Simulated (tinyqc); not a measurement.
From results back to parameters: thresholds of impact ionisation and Auger recombination from band masses. Three cases, with inputs chosen for the exercise.

Problem. For parabolic bands the thresholds of impact ionisation are Eg (1 + 2 mu)/(1 + mu) for electrons and Eg (2 + mu)/(1 + mu) for heavy holes, mu = me/mh. Both are given.

Find: Eg; mu.

Method. The sum is 3 Eg; mu = (E_e - Eg)/(2 Eg - E_e).

Case 1.

thresholds for electrons and holes (eV): 0.875368  1.500632

Solution.

Eg = 0.792 eV
mu = 0.1176

Case 2.

thresholds for electrons and holes (eV): 0.901410  1.570590

Solution.

Eg = 0.824 eV
mu = 0.1037

Case 3.

thresholds for electrons and holes (eV): 0.442295  0.811705

Solution.

Eg = 0.418 eV
mu = 0.0617

Computed by tinyqc, one run a case: `OMP_NUM_THREADS=1 python tinyqc.py N N+1 out.jsonl` with N = 1850820, 1850918, 1850961; one thread of a shared Intel(R) Xeon(R) Processor @ 2.30GHz, about 0.01 s a run at most.
